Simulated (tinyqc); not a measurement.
Plane-wave Kohn-Sham cycle with exchange-only LDA in a layered model solid, step by step. One step of it, computed by the program tinyqc.

Task: Iteration 2: levels at that k. Diagonalise the Hermitian matrix.

H (hartree), lower triangle:
```
           -2         -1         +0         +1        +2
-2   0.168953
-1  -0.091821  -0.094236
+0  -0.134108  -0.091821  -0.181966
+1   0.000723  -0.134108  -0.091821  -0.094236
+2   0.000306   0.000723  -0.134108  -0.091821  0.168953
```

Give: eigenvalues.

Result:

eigenvalues (hartree): -0.4038  -0.0917  -0.0085  0.2170  0.2544
